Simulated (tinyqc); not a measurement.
Read current of a NAND string, cells in series solved by shooting: one step of the calculation.

Cells in series, numbered from 0 at the source line (0 V) to the bit line, each followed by a gap resistance Rg. A cell with gate Vg, threshold VT, source Vs and drain Vd passes I = 2 nf K Vt^2 [F(Vs) - F(Vd)]/(1 + th max(Vg - VT, 0)), F(V) = ln^2(1 + exp((Vg - VT - nf V)/(2 nf Vt))). The selected cell has Vg = Vr, the others Vg = Vp.

Task. Node voltages for a trial current. For a trial current I start at 0 V and, cell by cell (the selected one is cell 4), solve for the drain: sqrt(F(Vd)) = sqrt(F(Vs) - I/k), k = 2 nf K Vt^2/(1 + th max(Vg - VT, 0)), Vd = [Vg - VT - 2 nf Vt ln(exp(sqrt F) - 1)]/nf, then add I Rg.

Parameters, values chosen for the exercise; values of the order met in vertical NAND strings: temperature T = 300 K; gain factor of a cell K = 4.2 uA/V^2; slope factor nf = 2; mobility reduction factor th = 0.17 1/V; resistance of the gap between cells Rg = 19 kohm; bit-line voltage Vbl = 0.4 V; pass voltage Vp = 5.8 V; read voltage on the selected word line Vr = 4.44 V.

Constants: q = 1.602176634e-19 C, kB = 1.380649e-23 J/K, Vt = kB T/q. Results are converted to the units shown.

second trial current = 0.55 uA
thresholds from the source end, cell 0 to 4 (V): [-2.2, -2.2, -2.2, -2.2, 2.8]

Find: node voltage after each cell and gap, trial 2.

Result.

node voltage after each cell and gap, trial 2, cell 0 to 4 (V): [0.04927, 0.09903, 0.1493, 0.2001, 0.3648]

Computed by the program tinyqc: `OMP_NUM_THREADS=1 python tinyqc.py 2142075 2142076 out.jsonl`, one thread of a shared Intel Xeon 2.30GHz, about 0.5 s for the whole run.
